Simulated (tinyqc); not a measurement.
Thin (001) film in sp3s* tight binding with raised dangling bonds: sweeps and comparisons. A value that a table varies takes the place of the one given here.

Planes alternate anion (a), cation (c) along [001], a/4 apart, starting with an anion; zero in-plane momentum; levels counted from the bulk Ev, the lower root of [[Epa, Vxx], [Vxx, Epc]]; no spin-orbit coupling. Block of s, pz, s*: from an anion to the cation above, Vss/2 (s,s), Vsapc/2 (s,z), -Vscpa/2 (z,s), Vxx/2 (z,z), Vxapc/2 (s*,z), -Vpaxc/2 (z,s*); to the cation below the same with the s-z and s*-z signs reversed. Block of u = (px + py)/sqrt2 and v = (px - py)/sqrt2: to the cation above (Vxx + Vxy)/2 for u and (Vxx - Vxy)/2 for v, to the cation below the reverse. Each surface atom has two dangling sp3 hybrids; raising both by dl adds (dl/2) [[1, t], [t, 1]] to its s, pz levels (t = -1 at the bottom face, +1 at the top) and dl to the one of u, v in whose plane the missing bonds lie (v for a bottom anion or a top cation, u for a top anion).

Inputs chosen for the exercise (near a published set for Si, fitted to gaps, whose masses and valley positions are rough; not measured data):
```
symbol  value                                                                                           unit      meaning
p       (-4.207, 1.722, -4.207, 1.722, 6.662, 6.662, -8.316, 1.709, 4.588, 5.728, 5.728, 5.371, 5.371)  eV        order Esa, Epa, Esc, Epc, Exa, Exc, Vss, Vxx, Vxy, Vsapc, Vscpa, Vxapc, Vpaxc
Nw      27                                                                                                        planes in the thicker film
a       5.426                                                                                           angstrom  lattice constant
dp      30                                                                                              eV        value of dl for the passivated films
Ns      (9, 11, 12, 14, 26, 36, 46, 70)                                                                           numbers of planes
N0      20                                                                                                        first number of planes
```

## States in the gap of a film

edges (eV): Gamma 3.41800, Delta 1.15207

Levels between 0 and the lower bulk edge, the largest weight on the two outer planes of both faces among them, and the nearest levels outside, for several shifts dl.

Film of Nw planes:
```
dl (eV)  levels in the gap       at (eV)  surface weight  next above (eV)  next below (eV)
0                        2  0.267, 0.290            0.70           1.1864          -0.0652
1                        2  0.735, 0.739            0.81           1.1868          -0.0635
2                        1         1.150            0.32           1.1652          -0.0625
3                        0             -               -           1.1828          -0.0618
5                        0             -               -           1.1858          -0.0609
10                       0             -               -           1.1859          -0.0600
30                       0             -               -           1.1860          -0.0590
100                      0             -               -           1.1860          -0.0586
```

Can the levels of the bare film be read as confined subbands?

No: with bare surfaces (dl = 0) 2 levels lie in the bulk gap, with up to 70 % of the weight on the four outer planes, two a face, where an even spread gives 15 %; these are dangling-bond states, not subbands. The reruns show the bulk gap clear from dl = 3 eV on, and at dl = 30 eV the next level above lies 0.0 meV from its value at 100 eV.

## Gap against thickness

Passivated films (finite dp, so levels can still be some meV from their limit), thickness N a/4. Highest level below mid-gap (either block) and the two lowest above it. The exponents are -d ln(shift)/d ln N between the sixth and the last film, for the valence level and for the mean of the two conduction levels.

Levels (eV):
```
N   thickness (angstrom)      Ev1     Ec1     Ec2     gap
9                  12.21  -0.3658  1.3965  1.4532  1.7623
11                 14.92  -0.2695  1.3231  1.3624  1.5926
12                 16.28  -0.2032  1.3041  1.3238  1.5073
14                 18.99  -0.1610  1.2640  1.2848  1.4250
26                 35.27  -0.0584  1.1893  1.1904  1.2477
36                 48.83  -0.0329  1.1715  1.1729  1.2044
46                 62.40  -0.0211  1.1643  1.1647  1.1854
70                 94.95  -0.0096  1.1575  1.1575  1.1671
```

exponents: valence 1.85, conduction 1.96

The gap is 1.762 eV at 12.2 angstrom and 1.167 eV at 95.0, against 1.152 eV in the bulk along this line. At 14 planes the conduction side gives 112 meV of the widening and the valence side 161 meV. A hard-walled parabolic band has exponent 2; departures come from the offset between N a/4 and the effective width, from non-parabolicity and from the termination (odd and even N end differently: in the direction of the bond rows at the two faces and, in a compound, in the kind of atom), which also makes single steps in N uneven. Ec1 and Ec2 are the doublet of the two Delta valleys along the normal.

## Valley splitting plane by plane

kz of the minimum = 0.73131 2 pi/a

Ten passivated films from N0 planes on; the phase is N pi k0/2 modulo pi, k0 the position of the bulk minimum.

Lowest doublet:
```
N   phase/pi  mean shift (meV)  splitting (meV)
20     0.313             62.42            6.041
21     0.679             56.80            1.489
22     0.044             52.09            5.680
23     0.410             47.78            2.949
24     0.776             44.04            2.275
25     0.141             40.77            3.987
26     0.507             37.75            1.110
27     0.873             35.13            2.373
28     0.238             32.77            2.651
29     0.604             30.59            0.033
```

The splitting ranges from 0.03 meV (N = 29) to 6.04 meV (N = 20), while the mean shift goes from 62 to 31 meV and falls steadily. The splitting changes direction 6 times in these ten films, and one plane more changes it by up to 4.55 meV: it hangs on the phase between the two faces, which is why atomic steps matter.

## What each change does

A film of Nw planes with shift dp: highest level below mid-gap (half the lower bulk edge) and the two lowest above. Each row changes one parameter from the base and keeps the others.

Results:
```
case        Ev1 (eV)  Ec1 (eV)  Ec2 (eV)
base         -0.0590    1.1860    1.1884
Nw = 31      -0.0459    1.1782    1.1798
dp = 60 eV   -0.0587    1.1860    1.1885
```

The largest shifts from the base row, up to three for each result and ties (the steps differ in size, so this ranks the rows, not the parameters). Ev1 (eV): Nw +0.0131, dp +0.0003. Ec1 (eV): Nw -0.0079; unchanged at the printed digits by dp. Ec2 (eV): Nw -0.0086, dp +0.0001. An odd change of Nw also changes which atoms end the film, so levels need not move as thickness alone would move them; the row for dp shows how far the passivation is from converged.

Computed by tinyqc, a small Python program: `OMP_NUM_THREADS=1 python tinyqc.py 1451052 1451053 out.jsonl` (the numbers bound the seed that draws the inputs); one thread of a shared host (Intel(R) Xeon(R) Processor @ 2.30GHz), about 0.4 s for the whole set of steps.
